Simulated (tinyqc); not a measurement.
## Reverse leakage of an n+-p junction: diffusion, generation, trap-assisted and band-to-band tunnelling: leakage components against the reverse bias

One-sided abrupt junction in the depletion approximation, x from the junction (0) to W on the p side, field F = F0 (1 - x/W). Flat quasi-Fermi levels, long p side. Traps generate through SRH with both lifetimes shortened by 1 + Gamma (Hurkx enhancement, form for moderate fields); band-to-band generation is local and needs a total bending above Eg.

ni = sqrt(Nc Nv) exp(-Eg/(2 Vt)), Eg in volts; Vbi = Vt ln(Na Nd/ni^2); W = sqrt(2 eps0 eps_r (Vbi + VR)/(q Na)); F0 = 2 (Vbi + VR)/W; FG = sqrt(24 mt m0 (kB T)^3)/(q hbar); J_diff = q ni^2 sqrt(Dn/tau)(1 - exp(-VR/Vt))/Na. u = (Vbi + VR)(1 - x/W)^2, p = Na exp(-u/Vt), n = Nd exp((u - Vbi - VR)/Vt); G0 = ni^2 (1 - exp(-VR/Vt))/(tau (n + p + 2 ni cosh(Et/Vt))); Gamma = 2 sqrt(3 pi)(F/FG) exp((F/FG)^2); trap-assisted part G0 Gamma; G_bb = Ab F^2.5 exp(-Bb/F) with F in V/cm, zero unless Vbi + VR > Eg. Currents are q times the integrals over 0 to W; J_bb under 1e-8 of J is printed as 0; rows with F0/FG above 2.2, beyond the range of this Gamma, are left out.

Inputs (values chosen for the exercise); band and dielectric values close to those of silicon:
- T = 400 K (temperature)
- Eg = 1.13 eV (band gap)
- eps_r = 11.9 (relative permittivity)
- Nc = 4.34e19 cm^-3 (conduction-band density of states at T)
- Nv = 4.11e19 cm^-3 (valence-band density of states at T)
- Na = 4.5e17 cm^-3 (acceptor density of the lighter side)
- Nd = 1e20 cm^-3 (donor density of the heavier side)
- tau = 3e-8 s (SRH lifetime of both carriers at zero field)
- Et = 0 eV (trap level above the intrinsic level)
- mt = 0.24 m0 (tunnelling mass)
- Dn = 9 cm^2/s (electron diffusion coefficient on the lighter side)
- Ab = 4.2e14 cm^-0.5 V^-2.5 s^-1 (band-to-band prefactor)
- Bb = 1.9e7 V/cm (band-to-band field constant)

Constants: q = 1.602176634e-19 C, kB = 1.380649e-23 J/K, hbar = 1.054571817e-34 J s, m0 = 9.1093837015e-31 kg, Vt = kB T/q, eps0 = 8.8541878128e-14 F/cm where lengths are in cm. Results are converted to the units shown.

Leakage components against the reverse bias:

| VR (V) | F0 (kV/cm) | F0/FG | J_diff (A/cm^2) | J_SRH (A/cm^2) | J_TAT (A/cm^2) | J_bb (A/cm^2) | J (A/cm^2) | largest part |
|---|---|---|---|---|---|---|---|---|
| 0.2 | 406 | 0.729 | 6.35e-8 | 8.16e-6 | 2.94e-5 | 0 | 3.76e-5 | trap-assisted tunnelling |
| 0.7 | 483 | 0.868 | 6.37e-8 | 2.07e-5 | 9.95e-5 | 0 | 1.20e-4 | trap-assisted tunnelling |
| 1.2 | 549 | 0.987 | 6.37e-8 | 3.06e-5 | 1.87e-4 | 2.90e-12 | 2.18e-4 | trap-assisted tunnelling |
| 1.7 | 608 | 1.09 | 6.37e-8 | 3.91e-5 | 2.96e-4 | 1.31e-10 | 3.35e-4 | trap-assisted tunnelling |
| 2.2 | 662 | 1.19 | 6.37e-8 | 4.66e-5 | 4.32e-4 | 2.42e-9 | 4.79e-4 | trap-assisted tunnelling |
| 2.7 | 712 | 1.28 | 6.37e-8 | 5.34e-5 | 6.02e-4 | 2.47e-8 | 6.55e-4 | trap-assisted tunnelling |
| 3.2 | 758 | 1.36 | 6.37e-8 | 5.97e-5 | 8.13e-4 | 1.68e-7 | 8.73e-4 | trap-assisted tunnelling |
| 3.7 | 802 | 1.44 | 6.37e-8 | 6.56e-5 | 0.00108 | 8.41e-7 | 0.00114 | trap-assisted tunnelling |
| 4.2 | 844 | 1.52 | 6.37e-8 | 7.12e-5 | 0.00141 | 3.36e-6 | 0.00148 | trap-assisted tunnelling |

J rises from 3.76e-5 to 0.00148 A/cm^2. Trap-assisted tunnelling leads at VR = 0.2 and in all other rows. The ratio J_TAT/J_SRH goes from 3.60 to 19.8 as F0/FG goes from 0.729 to 1.52.

Range of the model: The n+ side is degenerate, so Vbi from Boltzmann statistics is only a guide.

tinyqc, about 0.01 s, one thread, Intel Xeon 2.30GHz (shared host): `OMP_NUM_THREADS=1 python tinyqc.py 2290048 2290049 out.jsonl`
